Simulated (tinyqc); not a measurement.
Inside a calculation. Method: plane-wave Kohn-Sham cycle with exchange-only LDA in a layered model solid. One step of it, computed by the program tinyqc.

Task: Iteration 1: Hamiltonian at one k. H(m,m') = (k + G_m)^2/2 delta + V(G_m - G_m'), with V(-G) = V(G).

A solid whose potential varies along x alone (atomic units):
```
parameter,value
period a,15.500000
cross-section of the cell,22.000000
electrons per cell,2
grid points,16
"plane waves -n..n, n",2
k points,1
V1 in V1 cos(2 pi x/a),-0.160000
V2 in V2 cos(4 pi x/a),-0.100000
```

V(G_m), m = 0, 1, 2, ... (hartree): -0.177589  -0.080000  -0.050000  0.000000  0.000000

k = 0.000000 2 pi / a

Give: H.

Result:

H (hartree), lower triangle:
```
,-2,-1,+0,+1,+2
-2,0.1511
-1,-0.0800,-0.0954
+0,-0.0500,-0.0800,-0.1776
+1,0.0000,-0.0500,-0.0800,-0.0954
+2,0.0000,0.0000,-0.0500,-0.0800,0.1511
```
